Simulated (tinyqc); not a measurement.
Size of the basis: round or elliptic silicon nanowire with anisotropic valleys (Ritz method).

Wire along x = [100] on a (001) wafer, y = [010], z = [001]. Valley groups, two valleys each (w = inverse masses): A, axis along z: w_y = 1/mt, w_z = 1/ml, m_x = mt; B, axis along y: w_y = 1/ml, w_z = 1/mt, m_x = mt; C, axis along x: w_y = w_z = 1/mt, m_x = ml.

Hard wall on the ellipse (y/a)^2 + (z/b)^2 = 1, c = hbar^2/2m0. With u = y/a, v = z/b the operator is -c [(w_y/a^2) d2/du2 + (w_z/b^2) d2/dv2] on the unit disc. Basis (1 - u^2 - v^2) u^i v^j; S, X and Y are the disc integrals of f f', (df/du)(df'/du) and (df/dv)(df'/dv), from the integral of u^p v^q = 2 Gamma((p+1)/2) Gamma((q+1)/2)/((p + q + 2) Gamma((p+q+2)/2)) for even p, q; H = c (w_y X/a^2 + w_z Y/b^2).

Constants: hbar^2/2m0 = 3.80998211 eV angstrom^2.

Inputs chosen for the exercise (near those of a Si nanowire; the results hold for these values, not for the real material): ml = 0.925 m0 (longitudinal mass); mt = 0.189 m0 (transverse mass); a = 41 angstrom (semi-axis along y); b = 41 angstrom (semi-axis along z).

Lowest level of each group with 1, 3, 6 and 21 even functions.

Levels (meV):

| functions | A | B | C |
|---|---|---|---|
| 1 | 43.33 | 43.33 | 71.95 |
| 3 | 41.08 | 41.08 | 69.36 |
| 6 | 41.04 | 41.04 | 69.35 |
| 21 | 41.04 | 41.04 | 69.35 |

What can be read from this table?

One function errs by 5.6 % for A, 5.6 % for B and 3.7 % for C, six by 0.00025, 0.00025 and 1.2e-05 meV. The error grows with the axis ratio of the stretched ellipse (2.21, 2.21, 1.00); for a circle it is 6/5.783 - 1 = 3.7 %.

Computed by tinyqc, a small Python program: `OMP_NUM_THREADS=1 python tinyqc.py 1251676 1251677 out.jsonl` (the numbers bound the seed that draws the inputs); one thread of a shared host (Intel(R) Xeon(R) Processor @ 2.30GHz), about 0.05 s for the whole set of steps.
